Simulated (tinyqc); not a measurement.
# From one set of inputs to another, one input at a time

Model: specific resistance of a metal-semiconductor contact and its transmission-line measurement. Computed by tinyqc, a small Python program. Command: `OMP_NUM_THREADS=1 python tinyqc.py 3025708 3025709 out.jsonl contact ladder`. One thread of a shared host (Intel(R) Xeon(R) Processor @ 2.30GHz), about 0.02 s of CPU time with the checks.

The barrier is parabolic (depletion approximation), energies E are normal energies counted from the band edge in the neutral semiconductor (downwards for holes), and the bias is zero. xi is an input, held fixed when other inputs move.

The inputs printed are set A. Set A is modelled on n-type germanium; the values taken over come from a set modelled on n-type In0.53Ga0.47As. Inputs not listed in the table keep their values of set A, so the rows need not describe a real material.

Inputs (values chosen for the exercise, modelled on n-type germanium):
```
quantity                                           value          unit
tunnelling mass m                                   0.12           m_0
permittivity eps                                      16             -
Richardson constant A*                               138  A/(cm^2 K^2)
barrier height phi_B                                0.68            eV
doping N                                         6.8e+18        1/cm^3
Fermi level above the band edge in the bulk, xi    0.022            eV
temperature T                                         77             K
sheet resistance R_sh                               1500           ohm
contact length d                                    0.53    micrometre
contact width W                                      7.6    micrometre
```

Image-force lowering: included.

Constants: hbar = 1.054571817e-34 J s; eps_0 = 8.8541878128e-12 F/m; m_0 = 9.1093837015e-31 kg; k_B = 8.617333262e-05 eV/K; e = 1.602176634e-19 C.

Method:
- E_00 = (e hbar/2) sqrt(N/(eps eps_0 m)); band bending E_b = phi_B + xi; depletion width w = sqrt(2 eps eps_0 E_b/(e^2 N)). Image lowering d_phi = (e^3 N E_b/(8 pi^2 (eps eps_0)^3))^(1/4) (E_b in volts), and E_b - d_phi replaces E_b everywhere except in w.
- WKB transmission for E < E_b, with a = E/E_b: D = exp{-(E_b/E_00) [sqrt(1 - a) - a ln((1 + sqrt(1 - a))/sqrt(a))]}; D = 1 above.
- At zero bias 1/rho_c = (e A*/k_B^2) int D(E) f(E) dE, f = 1/(1 + exp((E - xi)/k_B T)); 200 Gauss-Legendre points from 0 to E_b, and k_B T ln(1 + exp((xi - E_b)/k_B T)) for the part above the barrier; the share of tunnelling is the part below.
- Transmission-line model: transfer length L_T = sqrt(rho_c/R_sh); R_c = (R_sh L_T/W) coth(d/L_T). Limits: rho_c/(W d) for d << L_T, sqrt(rho_c R_sh)/W for d >> L_T.

Each row keeps all changes above it:
```
input moved                            from     to  specific contact resistance rho_c (ohm cm^2)  contact resistance R_c (ohm)  depletion width (nm)
set A                                     -      -                                    1.8000e-02                    4.4691e+05                13.512
contact width W (micrometre)            7.6   0.18                                    1.8000e-02                    1.8870e+07                13.512
Richardson constant A* (A/(cm^2 K^2))   138   4.94                                    5.0284e-01                    5.2709e+08                13.512
temperature T (K)                        77    300                                    1.1473e-02                    1.2027e+07                13.512
tunnelling mass m (m_0)                0.12  0.045                                    2.0476e-04                    2.1611e+05                13.512
permittivity eps                         16   13.9                                    1.0532e-04                    1.1186e+05                12.594
barrier height phi_B (eV)              0.68   0.22                                    2.0150e-07                    9.6606e+02                 7.394
contact length d (micrometre)          0.53   0.24                                    2.0150e-07                    9.9707e+02                 7.394
```

Which inputs carry the difference?

Specific contact resistance rho_c goes from 0.0180 to 2.02e-7, a factor 1.12e-5 in all. The largest single move comes from barrier height phi_B (a factor 0.00191), and Richardson constant A* works against it (a factor 27.9). Contact resistance R_c goes from 447000 to 997, a factor 0.00223 in all. The largest single move comes from barrier height phi_B (a factor 0.00864), and contact width W works against it (a factor 42.2). Depletion width goes from 13.5 to 7.39, a factor 0.547 in all. The largest single move comes from barrier height phi_B (a factor 0.587). The single moves hold for this order of the switches; the total does not depend on the order.

Extremes, crossings and ranges named in words are read from the listed rows.
